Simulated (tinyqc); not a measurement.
Inside a calculation. Method: Hubbard chain of 3 sites. Computed by tinyqc, a small Python program that keeps every step. Settings: hopping = 1.7, U = 1.1, mixing = 0.2, iteration cap = 83. Command: `OMP_NUM_THREADS=1 python tinyqc.py 21863 21864 out.jsonl` (the two numbers bound the seeds that draw the settings). One thread of a shared host (Intel(R) Xeon(R) Processor @ 2.60GHz), about 0.3 s of CPU time with the checks.

one-body matrix (hopping and site energies) (eV), lower triangle:
```
,1,2,3
1,-0.280000
2,-1.700000,0.760000
3,0.000000,-1.700000,0.940000
```

U = 1.100000 eV

electrons, up and down: 2  2

n(up) at the start (a guess, not normalised): 1 0.717000, 2 0.617000, 3 0.717000

n(down) at the start (a guess): 1 0.617000, 2 0.717000, 3 0.617000

Each step fills the lowest levels of T + U n(other spin) and sets n(new) = n + mixing (n(out) - n); stop when output and input agree to 1e-8.

Course of the cycle:
```
iteration,E (eV),largest |n(out) - n(in)|,mean |n_up - n_down|
1,-1.65773119,2.44e-01,0.016291
2,-1.66117859,1.92e-01,0.013715
3,-1.66332419,1.51e-01,0.011548
4,-1.66465804,1.19e-01,0.009724
5,-1.66548696,9.31e-02,0.008191
6,-1.66600234,7.31e-02,0.006902
7,-1.66632321,5.73e-02,0.005818
8,-1.66652342,4.50e-02,0.004906
9,-1.66664872,3.53e-02,0.004138
10,-1.66672744,2.77e-02,0.003491
11,-1.66677712,2.17e-02,0.002947
...,...,...,...
73,-1.66686645,3.39e-07,1.65e-07
74,-1.66686645,2.90e-07,1.41e-07
75,-1.66686645,2.47e-07,1.20e-07
76,-1.66686645,2.11e-07,1.03e-07
77,-1.66686645,1.80e-07,8.75e-08
78,-1.66686645,1.54e-07,7.47e-08
79,-1.66686645,1.31e-07,6.38e-08
80,-1.66686645,1.12e-07,5.44e-08
81,-1.66686645,9.55e-08,4.64e-08
82,-1.66686645,8.15e-08,3.96e-08
83,-1.66686645,6.96e-08,3.38e-08
```

Can the last value be used, and what does the course show?

Not by the stop rule, although the second column moves by less than 1e-07 over the last three steps. Not converged within 83 iterations: the residual falls steadily but slowly, by a factor of about 0.85 a step. The lowest mean-field energy found from random starts is -1.66687 eV. Reruns (cap 100 unless said): mixing 0.5: converged in 34 (E = -1.66687); mixing 0.9: converged in 15 (E = -1.66687); the original settings with a cap of 400: converged in 96 (E = -1.66687).
